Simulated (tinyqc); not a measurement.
Self-consistent Fermi level with native defects, at growth and after a quench: one step, computed by the program tinyqc.

Energies are counted from the top of the valence band (VBM); when the gap shrinks with temperature the conduction band moves and the levels stay. The added dopant is taken as fully ionised. D and A draw on one reservoir with opposite signs, as the two vacancies of a compound do.

Problem. After the quench to T. E_g(T) = E_g - slope x max(0, T - 300 K). N_c = 2 M_c (2 pi m_e k_B T/h^2)^(3/2) and N_v = 2 (2 pi m_h k_B T/h^2)^(3/2), masses in units of m_0. n = N_c F_1/2((E_F - E_g)/k_B T), p = N_v F_1/2(-E_F/k_B T). F_1/2(eta) = (2/sqrt(pi)) int_0^infinity sqrt(x)/(1 + exp(x - eta)) dx, by the trapezoid rule in t = sqrt(x) with step 0.02 up to t = 12 (for eta < -12 by exp(eta) - exp(2 eta)/2^(3/2)). After a quench the totals of D and A stay as grown, and each is shared among its charge states with weights exp(-(E_f(q, 0) + q E_F)/k_B T). Net charge = p - n + sum q c_q + N_X; the log ratio is ln(positive charge/negative charge). E_F is the root of the log ratio, by 50 bisections between -0.5 eV and E_g + 0.5 eV.

Inputs (values chosen for the exercise, for a model semiconductor):
```
quantity                      value   unit
gap E_g at 300 K               3.36     eV
slope -dE_g/dT above 300 K  0.00022   eV/K
electron mass m_e             0.378    m_0
valleys M_c                       3      -
hole mass m_h                  1.93    m_0
dopant density N_X          1.2e+19  cm^-3
growth temperature T_g         1500      K
temperature of use T            300      K
```

Added shallow dopant: donor.

total D = 5.698216e+16 cm^-3

total A = 1.223567e+19 cm^-3

E_f(q, E_F = 0) (eV): D(+2) -1.619, D(+1) 0.041, D(0) 2.361, A(0) 1.626, A(-1) 2.846

Constants: m_0 = 9.1093837015e-31 kg; k_B = 1.380649e-23 J/K; h = 6.62607015e-34 J s; k_B = 8.617333262e-05 eV/K.

Give: E_F after the quench; n after the quench; p after the quench; Frozen defects.

Solution.

E_F after the quench = 1.339 eV

n after the quench = 1.952e-15 cm^-3

p after the quench = 0.002162 cm^-3

Frozen defects:
```
state  c (cm^-3)  share of its total
D(+2)  5.698e+16           1.000e+00
D(+1)  2.302e+11           4.039e-06
D(0)   7.600e-06           1.334e-22
A(0)   1.217e+17           9.947e-03
A(-1)  1.211e+19           9.901e-01
```
